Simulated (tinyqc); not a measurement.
When the interface binds a state: heterojunction of two tight-binding chains.

Left chain: hopping -t1, sites at 2 t1 (band bottom 0). Right chain: hopping -t2, sites at dE + 2 t2 (bottom dE). t = c/(m a^2), c = hbar^2/2m0. The bond across the interface is -tc with tc = f sqrt(t1 t2), and the last left site has the extra energy U. In a chain E = bottom + 2t (1 - cos(ka)); the surface Green function of a half chain is g = -exp(ika)/t, with Im k > 0 where cos(ka) > 1.

Constants: hbar^2/2m0 = 3.80998211 eV angstrom^2.

Inputs chosen for the exercise (masses and offset of the size met at InGaAs / InP; shifted at random, so the results belong to these values and not to a real crystal):

| symbol | value | unit | meaning |
|---|---|---|---|
| a | 4 | angstrom | site spacing |
| m1 | 0.042 | m0 | mass on the left |
| m2 | 0.076 | m0 | mass on the right |
| dE | 0.29 | eV | band offset |
| f | 1 |  | factor on the interface hopping |

A state below both bands solves E - 2 t1 - U - S1(E) - S2(E) = 0 for E < 0, with S1 = -t1 z1, S2 = -(tc^2/t2) z2 and |z| < 1 the decaying root of z + 1/z = 2 - (E - bottom)/t. Decay lengths -a/ln|z|. The threshold is the U that solves the equation at E = 0. A dash: no bound state.

Interface state:

| U (eV) | E (eV) | decay left (angstrom) | decay right (angstrom) |
|---|---|---|---|
| -0.44 | - | - | - |
| -0.89 | - | - | - |
| -1.33 | - | - | - |
| -1.63 | -0.0034 | 163.6 | 13.1 |
| -1.93 | -0.0256 | 59.6 | 12.7 |
| -2.37 | -0.0820 | 33.3 | 11.7 |
| -2.96 | -0.1891 | 21.9 | 10.3 |
| -4.45 | -0.5868 | 12.5 | 7.6 |

threshold U = -1.4823 eV

The step pushes the state out, so an attraction must exceed 1.4823 eV to bind; 5 of the 8 rows are bound. At U = -4.45 eV the state decays over 12.5 angstrom to the left and 7.6 to the right, where the band lies higher.

Program tinyqc; command `OMP_NUM_THREADS=1 python tinyqc.py 1481505 1481506 out.jsonl`; about 0.01 s on one thread of a shared Intel(R) Xeon(R) Processor @ 2.30GHz.
